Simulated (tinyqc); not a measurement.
## Distribution of switching voltages from the rising branch

Problem. In a Preisach model that starts with all elements at -1, a rising voltage turns to +1 all elements whose up-switching voltage it has passed, and P = Ps (2 F - 1) with F their total weight; the last voltage saturates the film. Find Ps and the weight that switches in each interval, from 0 V up.

P on the way up (uC/cm^2): 0.6 V -17.700327, 1.2 V 0.000000, 1.8 V 17.700327, 2.4 V 20.000000

Solution. Each step of P divided by 2 Ps is the weight of that interval; the rising branch says nothing of the down-switching voltages.

Ps = 20.00 uC/cm^2
weights: 0.0575  0.4425  0.4425  0.0575

tinyqc, about 0.01 s, one thread, Intel Xeon 2.30GHz (shared host): `OMP_NUM_THREADS=1 python tinyqc.py 2860013 2860014 out.jsonl`
